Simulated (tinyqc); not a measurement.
A chain with two barriers and dephasing by Buettiker voltage probes: coherent and dephased transmission against energy.

Sites 1 to 6 form a chain with hopping -t. Lead L joins site 1 and lead R site 6, both semi-infinite chains with hopping -t and site energy 0. Every site carries a probe with self-energy -i Gamma_p/2 that draws no net current. Linear response at zero temperature: mu_L = 1, mu_R = 0 in units of the bias.

Sigma = t^2 g(E), g(x) = (x - i sqrt(4 t^2 - x^2))/(2 t^2) for |x| < 2 t and (x - sign(x) sqrt(x^2 - 4 t^2))/(2 t^2) otherwise; Gamma = -2 Im Sigma; G = (E - H - Sigma_L - Sigma_R + i Gamma_p/2)^(-1). With Gamma the broadening by one lead, T_RL = Gamma^2 |G_(6,1)|^2, T_pL = Gamma Gamma_p |G_(p,1)|^2, T_pR = Gamma Gamma_p |G_(p,6)|^2, T_pq = Gamma_p^2 |G_(p,q)|^2 for p != q. No current into probe p: W mu = T_pL with W_pp = T_pL + T_pR + sum_q T_pq and W_pq = -T_pq. Then T_eff = T_RL + sum_p T_pR mu_p, and the resistance is (h/2q^2)/T_eff. Without probes means Gamma_p = 0.

Parameters, values chosen for the exercise: hopping (matrix element -t) t = 1 eV; site energies 1 to N U = [2.2, 0, 0, 0, 0, 2.3] eV; probe broadening Gamma_p gp = 0.8 eV.

Coherent and dephased transmission against energy:

| E (eV) | T without probes | T_eff |
|---|---|---|
| -1.8 | 0.019695 | 0.060417 |
| -1.5 | 0.030276 | 0.10070 |
| -1.2 | 0.054740 | 0.14103 |
| -0.9 | 0.87755 | 0.19791 |
| -0.6 | 0.13912 | 0.19155 |
| -0.3 | 0.077715 | 0.17072 |
| 0 | 0.13507 | 0.19704 |
| 0.3 | 0.89919 | 0.24399 |
| 0.6 | 0.16812 | 0.21418 |
| 0.9 | 0.058447 | 0.16423 |
| 1.2 | 0.067091 | 0.15387 |
| 1.5 | 0.86123 | 0.14518 |
| 1.8 | 0.0053925 | 0.078069 |

What does the table show?

Without probes T lies between 0.00539 and 0.899 in these rows, with them between 0.0604 and 0.244. The probes lower it in 3 rows and raise it in 10; the largest relative gain is at E = 1.8 eV, where the coherent value is 0.00539.

Computed by the program tinyqc: `OMP_NUM_THREADS=1 python tinyqc.py 2700005 2700006 out.jsonl`, one thread of a shared Intel Xeon 2.30GHz, about 0.01 s for the whole run.
